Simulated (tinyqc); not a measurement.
Inside a calculation. Model: modulation-doped quantum well, Poisson-Schroedinger loop.

Numbers from tinyqc (`OMP_NUM_THREADS=1 python tinyqc.py 2140067 2140068 out.jsonl`; about 0.1 s on one thread of a shared Intel Xeon 2.30GHz). Printed values are rounded.

A well of width L centred at z = 0 between barriers Vb; effective-mass electrons, parabolic bands. The electrons come from donor sheets outside the mesh, a share fL of Ns on the left and the rest on the right, so the structure is neutral. Energies are counted from the band edge of the well, with U = 0 on the first node in the Hartree part.

Values chosen for this exercise; material values close to those of GaAs in AlGaAs:
```
symbol,value,unit,meaning
T,20,K,temperature
md,0.0673,m0,in-plane mass
Vb,0.249,eV,barrier height
eps_r,13.1,,relative permittivity (all layers)
L,7.52,nm,well width
hz,0.94,nm,mesh step
Ns,2.9e11,cm^-2,sheet density of electrons
fL,0,,share of the donors on the left side
Fz,-10,kV/cm,applied field along z
a,0.5,,mixing factor
```

Constants: q = 1.602176634e-19 C, kB = 1.380649e-23 J/K, hbar = 1.054571817e-34 J s, m0 = 9.1093837015e-31 kg, Vt = kB T/q, eps0 = 8.8541878128e-14 F/cm where lengths are in cm, hbar^2/(2 m0) = 0.0380998212 eV nm^2. Results are converted to the units shown.

## Fixed part of the potential

```
node,z (nm)
1,-6.11
2,-5.17
3,-4.23
4,-3.29
5,-2.35
6,-1.41
7,-0.47
8,0.47
9,1.41
10,2.35
11,3.29
12,4.23
13,5.17
14,6.11
```

V0 = 0 in the well and Vb outside, plus q Fz z (1 kV/cm = 1e-4 eV/nm).

```
node,fixed potential V0 (eV)
1,0.2551100
2,0.2541700
3,0.2532300
4,0.0032900
5,0.0023500
6,0.0014100
7,0.0004700
8,-0.0004700
9,-0.0014100
10,-0.0023500
11,-0.0032900
12,0.2447700
13,0.2438300
14,0.2428900
```

## Round 1: levels and probability densities

```
node,self-consistent potential U at the start (eV)
1,0
2,0
3,0
4,0
5,0
6,0
7,0
8,0
9,0
10,0
11,0
12,0
13,0
14,0
```

mass on the intervals 1/2, 3/2, ... (mean of both at an interface) (m0): [0.0921, 0.0921, 0.0921, 0.08055, 0.069, 0.069, 0.069, 0.069, 0.069, 0.069, 0.069, 0.08055, 0.0921, 0.0921, 0.0921]

Tridiagonal Hamiltonian with psi = 0 one step beyond both ends: H_ii = C (1/m_(i-1/2) + 1/m_(i+1/2))/hz^2 + V0_i + U_i, H_(i,i+1) = -C/(m_(i+1/2) hz^2), C = hbar^2/(2 m0). The lowest 2 level(s) are kept, normalised to hz sum |psi|^2 = 1.

levels (eV): E1 0.0438631, E2 0.1720402

```
node,|psi|^2 of E1 (1/nm),|psi|^2 of E2 (1/nm)
1,0.0007253,0.0050356
2,0.0043580,0.0238748
3,0.0181582,0.0703169
4,0.0612928,0.1617434
5,0.1076783,0.1688608
6,0.1497032,0.0949231
7,0.1758974,0.0146750
8,0.1787300,0.0098158
9,0.1569237,0.0852286
10,0.1161503,0.1630330
11,0.0677442,0.1623517
12,0.0205461,0.0728841
13,0.0050615,0.0255638
14,0.0008606,0.0055234
```

## Round 1: Fermi level and occupations

Level k holds N_k = D_k Vt ln(1 + exp((EF - E_k)/Vt)) with D = md m0 q/(pi hbar^2) per eV (spin included); EF is fixed by sum N_k = Ns.

EF = 0.05417418 eV
N_k (cm^-2): E1 2.9e11, E2 9.646996e-20

## Round 1: density, output potential and mixing

n_i = sum_k N_k |psi_k|^2 (converted to cm^-3). Hartree part by Gauss: on the interval after node i the enclosed sheet charge is S_i = fL Ns - hz sum_(j<=i) n_j, and U_(i+1) = U_i + q S_i hz/(eps0 eps_r) in eV, U_1 = 0. Mixing: U(new) = U + a (U(out) - U).

```
node,n (1e17 cm^-3),U(out) (eV),U after round 1 (eV)
1,0.021034,0.00000000,0.00000000
2,0.126381,-0.00000257,-0.00000128
3,0.526589,-0.00002056,-0.00001028
4,1.777491,-0.00010282,-0.00005141
5,3.122672,-0.00040203,-0.00020102
6,4.341393,-0.00108237,-0.00054119
7,5.101025,-0.00229259,-0.00114630
8,5.183171,-0.00412540,-0.00206270
9,4.550789,-0.00659083,-0.00329541
10,3.368358,-0.00961169,-0.00480584
11,1.964583,-0.01304367,-0.00652183
12,0.595837,-0.01671543,-0.00835771
13,0.146783,-0.02045991,-0.01022995
14,0.024958,-0.02422231,-0.01211115
```

## Course of the self-consistent loop

Start from U = 0. Stop when the largest |U(out) - U| is below 1e-7 eV, or after 120 rounds.

Course of the iteration:
```
round,level E1 (eV),EF (eV),largest |U(out) - U| (eV)
1,0.04386313,0.05417418,0.0242
2,0.04154810,0.05185915,0.0119
3,0.04042722,0.05073827,5.80e-3
4,0.03989089,0.05020194,2.84e-3
5,0.03963584,0.04994689,1.39e-3
6,0.03951497,0.04982602,6.82e-4
7,0.03945781,0.04976886,3.34e-4
8,0.03943082,0.04974187,1.64e-4
9,0.03941809,0.04972914,8.04e-5
10,0.03941209,0.04972314,3.95e-5
11,0.03940927,0.04972032,1.94e-5
12,0.03940794,0.04971899,9.52e-6
13,0.03940732,0.04971837,4.68e-6
14,0.03940703,0.04971808,2.30e-6
15,0.03940689,0.04971794,1.13e-6
16,0.03940683,0.04971788,5.56e-7
17,0.03940680,0.04971785,2.74e-7
18,0.03940678,0.04971783,1.35e-7
19,0.03940678,0.04971783,6.63e-8
```

Converged in 19 rounds. Towards the end the residual shrinks by a factor of about 0.49 a round.

## Converged levels, occupations and centroid

```
node,converged U (eV)
1,0.00000000
2,-0.00000228
3,-0.00001839
4,-0.00009271
5,-0.00036581
6,-0.00099325
7,-0.00212339
8,-0.00385965
9,-0.00623096
10,-0.00917909
11,-0.01256932
12,-0.01622593
13,-0.01996614
14,-0.02372780
```

Solve for the levels with V0 + U, find EF, n_i = sum_k N_k |psi_k|^2 (in cm^-3); share of each level N_k/Ns; centroid sum n z/sum n.

levels (eV): E1 0.0394068, E2 0.1662739
EF = 0.04971783 eV
shares (%): E1 100.0000, E2 0.0000

```
node,n (1e17 cm^-3)
1,0.018702
2,0.113242
3,0.476983
4,1.628692
5,2.903117
6,4.118750
7,4.966046
8,5.203108
9,4.726087
10,3.622207
11,2.182517
12,0.685001
13,0.175698
14,0.030915
```

centroid = 0.1866112 nm

With 400 intervals across the well and the same walls, E2 - E1 = 130.4 meV and EF - E1 = 10.31 meV; this mesh gives 126.9 and 10.31 meV.
